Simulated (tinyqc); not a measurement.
# AlGaN/GaN HEMT with access regions, lumped model: effects of single changes

A polarisation-induced electron sheet under a Schottky gate, in series with two ungated access regions and contacts. Drift law v = mu E/(1 + mu E/vs) under the gate. Currents in mA/mm, resistances in ohm mm. No self-heating, no channel-length modulation; fits for polarisation, barrier and offset are chosen for the exercise.

Inputs (values chosen for the exercise); values close to those of AlGaN/GaN structures:

| symbol | value | unit | meaning |
|---|---|---|---|
| x | 0.3 |  | aluminium share of the barrier |
| d | 20 | nm | barrier thickness |
| eps_r | 9 |  | relative permittivity of barrier and channel |
| mu | 1600 | cm^2/(V s) | channel mobility |
| vs | 1.1e7 | cm/s | saturation velocity |
| Lg | 0.25 | um | gate length |
| Ls | 0.5 | um | source access length |
| Ld | 4 | um | drain access length |
| Rc | 0.36 | ohm mm | resistance of each contact |
| ft | 0.47 |  | share of the drain-access electrons removed by traps |
| Vg | 0 | V | gate voltage |
| Ec | 3.2 | MV/cm | critical field |
| te | 0.3 | um | depth over which the depleted charge spreads |
| tf | 50 | nm | insulator under the field plate |
| ei | 3.9 |  | relative permittivity of that insulator |

Constants: q = 1.602176634e-19 C, eps0 = 8.8541878128e-14 F/cm where lengths are in cm. Results are converted to the units shown.

Each table varies one quantity; the others keep the values above.

## Effect of the aluminium share of the barrier

sigma = (5e13 x + 1.6e13 x^2) cm^-2, phiB = 0.84 + 1.3 x, dEc = 0.7 (1.71 x + x^2) in volts, Cb = eps0 eps_r/d, VT = phiB - dEc - q sigma/Cb, access density n0 = -Cb VT/q. Access resistance R(L, n) = L/(q mu n sqrt(1 - (I/(q n vs))^2)); Rs = Rc + R(Ls, n0), Rd = Rc + R(Ld, (1 - ft) n0). Vg' = Vg - I Rs, Vd' = Vd - I (Rs + Rd); with u = Vg' - VT, Vc = vs Lg/mu and w the smaller of Vd' and Vc [sqrt(1 + 2 u/Vc) - 1] (0 if negative), the channel gives (mu Cb/Lg)(u w - w^2/2)/(1 + w/Vc). I equals that channel current. Isat is I at Vd = 10 V, gm = dIsat/dVg, Ron the limit of Vd/I at small Vd.

Effect of the aluminium share of the barrier:
```
x     VT (V)  n0 (cm^-2)  Ron (ohm mm)  Isat (mA/mm)  gm (mS/mm)
0.12  -1.663    4.136e12         8.546         356.4       244.3
0.17  -2.767    6.880e12         5.424         614.9       2.728
0.22  -3.906    9.713e12         4.052         866.9       1.923
0.27  -5.081    1.264e13         3.282          1126       1.703
0.32  -6.291    1.565e13         2.789          1391       1.625
0.37  -7.538    1.874e13         2.447          1663       1.607
0.42  -8.820    2.193e13         2.196          1942       1.621
```

What does the comparison show, and why?

As x goes from 0.12 to 0.42, Ron falls from 8.55 to 2.20 ohm mm, Isat rises from 356 to 1940 mA/mm and gm goes from 244 through a minimum of 1.61 (at x = 0.37 among the rows listed) to 1.62 mS/mm. VT falls from -1.66 to -8.82 V. For x = 0.17 to 0.42 the power passes 5 W/mm, where self-heating, left out here, lowers the current. For x = 0.17 to 0.42 the gated channel is not yet saturated at 10 V, because the access regions take the voltage, and gm drops.

## Field plate: effect of the insulator under the field plate

Off state: a depleted stretch that holds the voltage V has the peak field sqrt(k V), k = 2 q n0/(eps0 eps_r te), so one edge holds V1 = Ec^2/k. The sheet under the plate pinches off at Vf = q n0 (1/Cb + tf/(eps0 ei)); beyond it the gate edge is screened. BV = V1 if Vf >= V1, else Vf + V1, and at most Ec Ld.

The same in every row: V1 (V) = 52.94; Ec Ld (V) = 1280.

Results:
```
tf (nm)  Vf (V)  BV (V)
7         10.49   63.43
10        12.50   65.44
16        16.52   69.46
34        28.57   81.51
51        39.95   92.89
76        56.69   52.94
110       79.45   52.94
```

Estimate the missing row, tf = 23 nm.

Computed row:
```
tf (nm)  Vf (V)  BV (V)
23        21.20   74.14
```

With this row back in the table: BV goes from 63.4 through a maximum of 92.9 (at tf = 51 nm among the rows listed) to 52.9 V. The plate helps (Vf < V1) in 6 of the 8 rows, and the access length caps BV in 0. The best thickness makes Vf just under V1, tf = 70.4 nm, where both edges reach Ec together and BV nears 2 V1.

## Field plate: effect of the aluminium share of the barrier

Same model as above.

The same in every row: Ec Ld (V) = 1280.0.

Field plate: effect of the aluminium share of the barrier:
```
x     Vf (V)  V1 (V)  BV (V)
0.14  14.217  146.27  160.49
0.18  20.251  102.69  122.94
0.22  26.440  78.651  105.09
0.26  32.783  63.432  96.215
0.3   39.281  52.939  92.220
0.34  45.933  45.272  45.272
0.38  52.740  39.429  39.429
```

What does the table show?

BV falls from 160 to 39.4 V. The plate helps (Vf < V1) in 5 of the 7 rows, and the access length caps BV in 0. More sheet charge lowers Ron but steepens the field, so V1 falls.

tinyqc, about 0.01 s, one thread, Intel Xeon 2.30GHz (shared host): `OMP_NUM_THREADS=1 python tinyqc.py 2570052 2570053 out.jsonl`
